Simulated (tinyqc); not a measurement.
Which single mass stands for the valley: donor in an ellipsoidal valley (Kohn-Luttinger variational method). Computed by tinyqc, a small Python program. Command: `OMP_NUM_THREADS=1 python tinyqc.py 3029177 3029178 out.jsonl kohnlutt walk`. One thread of a shared host (Intel(R) Xeon(R) Processor @ 2.30GHz), about 0.03 s of CPU time with the checks.

H = -(d^2/dx^2 + d^2/dy^2) - gamma d^2/dz^2 - 2/r in units built on m_t, with gamma = m_t/m_l and z along the valley axis. One valley; no valley-orbit or central-cell term.

Inputs (values chosen for the exercise, modelled on 3C-SiC): transverse mass m_t = 0.242 m_0; longitudinal mass m_l = 0.665 m_0; dielectric constant eps = 9.65.

Constants: Ry = 13.605693123 eV; a_0 = 0.529177210903 angstrom.

Method:
- Ry* = Ry m_t/eps^2, a* = a_0 eps/m_t, gamma = m_t/m_l.
- Trial function exp(-sqrt((x^2 + y^2)/a^2 + z^2/b^2)) with beta = b/a < 1: E = t/a^2 - u/a, t = (2 + gamma/beta^2)/3, u = 2 arcsin(sqrt(1 - beta^2))/sqrt(1 - beta^2); the best a is 2 t/u and E(beta) = -u^2/(4 t).
- Golden-section search on beta from 0.05 to 0.999, 60 steps.
- Gaussian basis: g = P exp(-al (x^2 + y^2) - be z^2) with P = 1 (s-like), z (2p0) or x (2p+-); al = 0.004 x 2.6^k, k = 0..11, and be/al = 1, gamma^(-1/2) or 1/gamma (36 functions); 1/r = (2/sqrt(pi)) int exp(-t^2 r^2) dt by 48 Gauss-Legendre points after t = sqrt(al_i + al_j) tan(theta); overlap eigenvalues below 1e-10 are dropped.
- A hydrogenic level is Ry m/eps^2 for one mass m; errors are against the Gaussian basis.

gamma = 0.363910

1s binding energy, Gaussian basis = 48.0008 meV

1s binding energy, trial function = 47.9765 meV

1s binding energy:
```
rule                                      mass (m_0)  binding (meV)  error (%)
transverse mass                              0.24200         35.357     -26.34
conductivity mass 3/(2/m_t + 1/m_l)          0.30712         44.872      -6.52
density-of-states mass (m_t^2 m_l)^(1/3)     0.33896         49.524       3.17
longitudinal mass                            0.66500         97.160     102.41
trial function with a and b                        -         47.977      -0.05
mass that fits 1s                            0.32854         48.001       0.00
```

The conductivity mass, which is what a spherical trial function (a = b) gives, falls short by 6.5 %, as a restricted variational bound must; the density-of-states mass is off by +3.2 %. The mass that fits lies between the two.

Extremes, crossings and ranges named in words are read from the listed rows.
